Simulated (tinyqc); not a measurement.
Worked calculation: Hueckel theory of the pi electrons with the omega technique, for the molecule BC=CC(=C)C=CF (SMILES; centres numbered as the heavy atoms are written). Computed by tinyqc, a small Python program that keeps every step. Settings: charge = 0, omega = 1.0, damping = 0. Command: `OMP_NUM_THREADS=1 python tinyqc.py 29054 29055 out.jsonl` (the two numbers bound the seeds that draw the settings). One thread of a shared host (Intel(R) Xeon(R) Processor @ 2.60GHz), about 0.01 s of CPU time with the checks.

## The Hueckel matrix

Centres:
```
centre  z_r, pi electrons of the neutral centre          h
1B                                            0  -1.000000
2C                                            1   0.000000
3C                                            1   0.000000
4C                                            1   0.000000
5C                                            1   0.000000
6C                                            1   0.000000
7C                                            1   0.000000
8F                                            2   3.000000
```

Bonds:
```
i  j         k
1  2  0.700000
2  3         1
3  4         1
4  5         1
4  6         1
6  7         1
7  8  0.700000
```

H_rr = alpha + h_r beta, H_rs = k_rs beta for bonded centres.

Hueckel matrix in units of beta (H = alpha + beta A), lower triangle:
```
           1B        2C        3C        4C        5C        6C        7C        8F
1B  -1.000000
2C   0.700000  0.000000
3C   0.000000  1.000000  0.000000
4C   0.000000  0.000000  1.000000  0.000000
5C   0.000000  0.000000  0.000000  1.000000  0.000000
6C   0.000000  0.000000  0.000000  1.000000  0.000000  0.000000
7C   0.000000  0.000000  0.000000  0.000000  0.000000  1.000000  0.000000
8F   0.000000  0.000000  0.000000  0.000000  0.000000  0.000000  0.700000  3.000000
```

## Orbitals, round 1

pi electrons, sum of z_r less the charge = 8

Diagonalise; E = alpha + x beta with beta < 0, so the largest x are filled first; degenerate levels share their electrons. P = sum n_i c_ri c_si; each orbital has its largest coefficient positive (the first on a tie).

x values: 3.174140  1.923592  1.027079  0.523687  -0.374526  -0.855160  -1.445038  -1.973775

occupations: 2.000000  2.000000  2.000000  2.000000  0.000000  0.000000  0.000000  0.000000

coefficients:
```
         MO1        MO2        MO3        MO4        MO5        MO6        MO7        MO8
1B  0.000665   0.062977   0.203478  -0.159723   0.434937  -0.417179   0.718746  -0.222068
2C  0.003968   0.263029   0.589238  -0.347669   0.388631  -0.086320  -0.456956   0.308920
3C  0.012128   0.461877   0.462759  -0.070263  -0.450008   0.365843   0.157196  -0.454292
4C  0.034529   0.625433  -0.113948   0.310873  -0.220091  -0.226534   0.229802   0.587749
5C  0.010878   0.325138  -0.110943   0.593623   0.587652   0.264903  -0.159028  -0.297779
6C  0.086592   0.416064  -0.468849  -0.360559  -0.055214  -0.437023  -0.330240  -0.408013
7C  0.240328   0.174904  -0.367597  -0.499693   0.240770   0.600258   0.247407   0.217577
8F  0.966059  -0.113742   0.130425   0.141252  -0.049944  -0.108992  -0.038961  -0.030621
```

charge and bond-order matrix P, lower triangle:
```
           1B         2C         3C         4C         5C         6C        7C        8F
1B   0.141763
2C   0.383990   1.074549
3C   0.268960   0.837277   0.865120
4C  -0.066856  -0.021157   0.429437   1.003970
5C  -0.193812  -0.372384   0.114511   0.801821   0.941059
6C  -0.023101  -0.082255   0.003181   0.409093  -0.051601   1.060859
7C   0.032379   0.008168  -0.102600   0.008470  -0.392729   0.892197  0.946339
8F  -0.005086   0.003315   0.019224  -0.017463   0.085816  -0.151500  0.187500  1.966341
```

## Omega technique, round 1

h_r = h_r(0) + omega q_r, omega = 1, with q_r = z_r - P_rr.

matrix after round 1, lower triangle:
```
           1B         2C        3C         4C        5C         6C        7C        8F
1B  -1.141763
2C   0.700000  -0.074549
3C   0.000000   1.000000  0.134880
4C   0.000000   0.000000  1.000000  -0.003970
5C   0.000000   0.000000  0.000000   1.000000  0.058941
6C   0.000000   0.000000  0.000000   1.000000  0.000000  -0.060859
7C   0.000000   0.000000  0.000000   0.000000  0.000000   1.000000  0.053661
8F   0.000000   0.000000  0.000000   0.000000  0.000000   0.000000  0.700000  3.033659
```

## Orbitals, round 2

As before.

x values: 3.208244  1.945139  1.023215  0.540435  -0.364446  -0.848655  -1.535986  -1.967945

occupations: 2.000000  2.000000  2.000000  2.000000  0.000000  0.000000  0.000000  0.000000

coefficients:
```
         MO1        MO2        MO3        MO4        MO5        MO6        MO7        MO8
1B  0.000609   0.059482   0.177965  -0.141495   0.404028  -0.385147   0.744763  -0.280217
2C  0.003787   0.262306   0.550414  -0.340032   0.448653  -0.161271  -0.419433   0.330729
3C  0.012006   0.488139   0.479650  -0.110068  -0.412883   0.394443   0.091641  -0.430049
4C  0.033112   0.621352  -0.124325   0.295394  -0.242490  -0.226678   0.266314   0.573589
5C  0.010514   0.329420  -0.128931   0.613495   0.572739   0.249757  -0.166975  -0.282990
6C  0.083842   0.393523  -0.478423  -0.342613  -0.072444  -0.452729  -0.332662  -0.413475
7C  0.240976   0.168055  -0.394322  -0.501405   0.264483   0.583336   0.224405   0.214945
8F  0.966196  -0.108072   0.137296   0.140775  -0.054483  -0.105178  -0.034375  -0.030083
```

charge and bond-order matrix P, lower triangle:
```
           1B         2C         3C         4C         5C         6C        7C        8F
1B   0.110462
2C   0.323344   0.974793
3C   0.259955   0.859040   0.961205
4C  -0.053886  -0.011528   0.423115   0.979777
5C  -0.180302  -0.386250   0.063123   0.804572   1.003255
6C  -0.026412  -0.086581   0.002671   0.411133  -0.035984   1.016326
7C   0.021828  -0.003104  -0.098041   0.026625  -0.397750   0.893557  0.986418
8F  -0.002649   0.006025   0.018410  -0.021287   0.086441  -0.150876  0.179888  1.967765
```

## Omega technique, round 2

As before.

matrix after round 2, lower triangle:
```
           1B        2C        3C        4C         5C         6C        7C        8F
1B  -1.110462
2C   0.700000  0.025207
3C   0.000000  1.000000  0.038795
4C   0.000000  0.000000  1.000000  0.020223
5C   0.000000  0.000000  0.000000  1.000000  -0.003255
6C   0.000000  0.000000  0.000000  1.000000   0.000000  -0.016326
7C   0.000000  0.000000  0.000000  0.000000   0.000000   1.000000  0.013582
8F   0.000000  0.000000  0.000000  0.000000   0.000000   0.000000  0.700000  3.032235
```

## Convergence

Each round sets h_r = h_r(0) + omega (z_r - P_rr), keeping the share named as damping of the old diagonal; repeat until output and input diagonals agree to 1e-6.

Rounds:
```
round    sum n x  largest |h(out) - h(in)|
1      13.296997                  1.42e-01
2      13.434065                  9.98e-02
3      13.419741                  1.01e-01
4      13.419644                  9.92e-02
5      13.421378                  1.02e-01
6      13.421243                  1.22e-01
7      13.423001                  1.45e-01
8      13.425517                  1.74e-01
9      13.427804                  2.07e-01
10     13.434367                  2.48e-01
11     13.438778                  2.96e-01
12     13.451897                  3.52e-01
13     13.461170                  4.15e-01
14     13.484324                  4.87e-01
15     13.501794                  5.63e-01
16     13.537312                  6.44e-01
17     13.564027                  7.21e-01
18     13.608852                  7.98e-01
19     13.640183                  8.64e-01
20     13.685226                  9.23e-01
21     13.713316                  9.69e-01
22     13.750211                  1.01e+00
23     13.770351                  1.04e+00
24     13.796584                  1.06e+00
25     13.808745                  1.07e+00
26     13.826064                  1.09e+00
27     13.832336                  1.10e+00
28     13.843561                  1.10e+00
29     13.846089                  1.11e+00
30     13.853554                  1.11e+00
31     13.853875                  1.11e+00
32     13.859143                  1.12e+00
33     13.858213                  1.12e+00
34     13.862234                  1.12e+00
35     13.860609                  1.12e+00
36     13.863933                  1.12e+00
37     13.861927                  1.12e+00
38     13.864865                  1.12e+00
39     13.862650                  1.12e+00
40     13.865375                  1.12e+00
```

Not converged within 40 rounds: the residual has stopped falling. Reruns: damping 0.5: converged in 16; damping 0.8: not converged.
